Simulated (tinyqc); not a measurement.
## Haynes-Shockley experiment: what a collector records, against the sweep field along the drift

A sheet injected at x = 0, t = 0 gives at x = L the signal n(t) = N0 exp(-t/tau - (L - v t)^2/(4 D t))/sqrt(4 pi D t), D = mu Vt, v = mu F. Its peak lies at tp = [-D + sqrt(D^2 + u^2 L^2)]/u^2, u^2 = v^2 + 4 D/tau; dt is the full width at half height. Simple readings: mobility L/(F tp), diffusion coefficient (L dt/tp)^2/(16 ln 2 tp). Area v times the integral of n over N0: (v/u) exp(L (v - u)/(2 D)).

Inputs (values chosen for the exercise): temperature T = 250 K; minority-carrier mobility mu = 469 cm^2/(V s); lifetime tau = 8.7e-8 s; distance from injector to collector L = 35 um.

Constants: q = 1.602176634e-19 C, kB = 1.380649e-23 J/K, Vt = kB T/q. Results are converted to the units shown.

Results:
```
F (V/cm)  L/v (us)  tp (us)   dt (us)  apparent mobility (cm^2/(V s))  apparent D (cm^2/s)      area  exp(-L/(v tau))
9.2         0.8112   0.1397    0.1766                            2724                12.64  0.009206         8.928e-5
16          0.4664   0.1352    0.1675                            1618                12.54   0.02316         0.004696
49          0.1523   0.1014    0.1056                           704.6                11.81    0.1666           0.1737
84         0.08884  0.07309   0.06313                           570.1                11.27    0.3378           0.3602
150        0.04975  0.04574   0.03059                           510.1                10.80    0.5467           0.5645
260        0.02870  0.02761   0.01416                           487.5                10.51    0.7098           0.7190
440        0.01696  0.01664  0.006567                           478.2                10.35    0.8189           0.8229
```

Estimate the missing row, F = 28 V/cm.

Computed row:
```
F (V/cm)  L/v (us)  tp (us)  dt (us)  apparent mobility (cm^2/(V s))  apparent D (cm^2/s)     area  exp(-L/(v tau))
28          0.2665   0.1237   0.1451                            1010                12.28  0.06391          0.04672
```

With this row back in the table: True values: mu = 469 cm^2/(V s), D = 10.1 cm^2/s. The apparent mobility is 5.81 times the true one in the first row and 2.0 % above it in the last, and the apparent D 25 % above and 2.4 % above D. The peak always comes before L/v, since spreading and decay both weigh down the later part of the signal; the shift is 83 % and 1.9 % in these rows.

Computed by the program tinyqc: `OMP_NUM_THREADS=1 python tinyqc.py 2310115 2310116 out.jsonl`, one thread of a shared Intel Xeon 2.30GHz, about 0.01 s for the whole run.
